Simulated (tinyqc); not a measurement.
Minority-electron transport through the base of a bipolar transistor (Moll-Ross and Kroemer integrals): one step, computed by the program tinyqc.

Low injection, one dimension, x from the emitter edge (0) to the collector edge (W), s = x/W. Recombination is treated as a small correction (valid for tau_B well below tau_n), computed from the stored charge.

Problem. Gain and speed. Emitter-limited gain beta_E = G_E/G_B; recombination-limited gain beta_R = tau_n/tau_B; 1/beta = 1/beta_E + 1/beta_R; f_T from the base alone = 1/(2 pi tau_B).

Inputs (values chosen for the exercise, modelled on silicon): electron lifetime tau_n = 25 ns; emitter Gummel number G_E = 8.8e+12 s/cm^4; temperature T = 300 K.

Base doping profile: uniform. Gap grading: none. Exit of the base: saturation velocity.

base Gummel number G_B = 2.136481e+13 s/cm^4

base transit time tau_B = 1.205188 ps

Give: beta_E; beta_R; current gain beta; f_T from the base alone.

Solution.

beta_E = 0.4119

beta_R = 20744

current gain beta = 0.4119

f_T from the base alone = 132.1 GHz

The gain is limited mainly by hole injection into the emitter (100 % of the base current). Caution: a current gain below 1 is far from a working transistor: the base is too heavily doped or too wide for this emitter and lifetime.
